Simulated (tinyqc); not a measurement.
## Resistance of a tapered via with liner, size effect and interface: via resistance against the height

A round via whose diameter grows from db at the bottom as D(z) = db + 2 z/tan(ang). The fill, of diameter D - 2 tl, starts above the bottom liner (thickness fb tl) and has rho = rho0 (1 + ks lam/(D - 2 tl)); the sidewall liner conducts in parallel with it. The bottom liner and the interface are crossed over the full area pi db^2/4. Spreading in the lines above and below is left out.

Slices between z0 = fb tl and hv, evaluated at their midpoints: conductance per length pi/4 [(D - 2 tl)^2/rho + (D^2 - (D - 2 tl)^2)/rl], slice resistance = slice height over that. 2000 slices. R_fill = sum of the slices; R_bottom = rl fb tl/(pi db^2/4); R_interface = ri/(pi db^2/4); ballistic (Sharvin) limit 1/(Sb pi (db - 2 tl)^2/4); ideal cylinder rho0 hv/(pi db^2/4).

Inputs (values chosen for the exercise); fill metal close to copper: diameter at the bottom db = 26 nm; sidewall angle ang = 85 degrees; bulk resistivity of the fill rho0 = 1.71 uohm cm; mean free path of the fill lam = 39.4 nm; size-effect factor ks = 1.2; liner on the sidewall tl = 2.6 nm; liner at the bottom over that on the sidewall fb = 0.7; resistivity of the liner rl = 220 uohm cm; interface resistivity at the bottom ri = 1.9e-12 ohm cm^2; ballistic conductance per area, about 3/(4 rho0 lam) Sb = 1.1e15 S/m^2.

The same in every row: R_bottom (ohm) = 7.541; R_interface (ohm) = 0.3579; ballistic limit (ohm) = 2.675.

Via resistance against the height:

| hv (nm) | R_fill (ohm) | R (ohm) | R over ideal cylinder | largest part |
|---|---|---|---|---|
| 16 | 1.909 | 9.809 | 19.03 | bottom liner |
| 23 | 2.669 | 10.57 | 14.27 | bottom liner |
| 33 | 3.598 | 11.50 | 10.82 | bottom liner |
| 47 | 4.658 | 12.56 | 8.295 | bottom liner |
| 69 | 5.921 | 13.82 | 6.219 | bottom liner |
| 99 | 7.133 | 15.03 | 4.714 | bottom liner |
| 140 | 8.235 | 16.13 | 3.578 | fill |
| 210 | 9.361 | 17.26 | 2.552 | fill |

R rises from 9.81 to 17.3 ohm. The bottom liner is the largest part at hv = 16, the fill from 140 on. The share of the two bottom terms goes from 80.5 to 45.8 %. For hv = 16, 23, 33, 47 the ballistic limit exceeds half of R_fill, so the diffusive model understates R.

Program tinyqc, `OMP_NUM_THREADS=1 python tinyqc.py 2750066 2750067 out.jsonl`; Intel Xeon 2.30GHz, shared host, one thread, about 0.01 s.
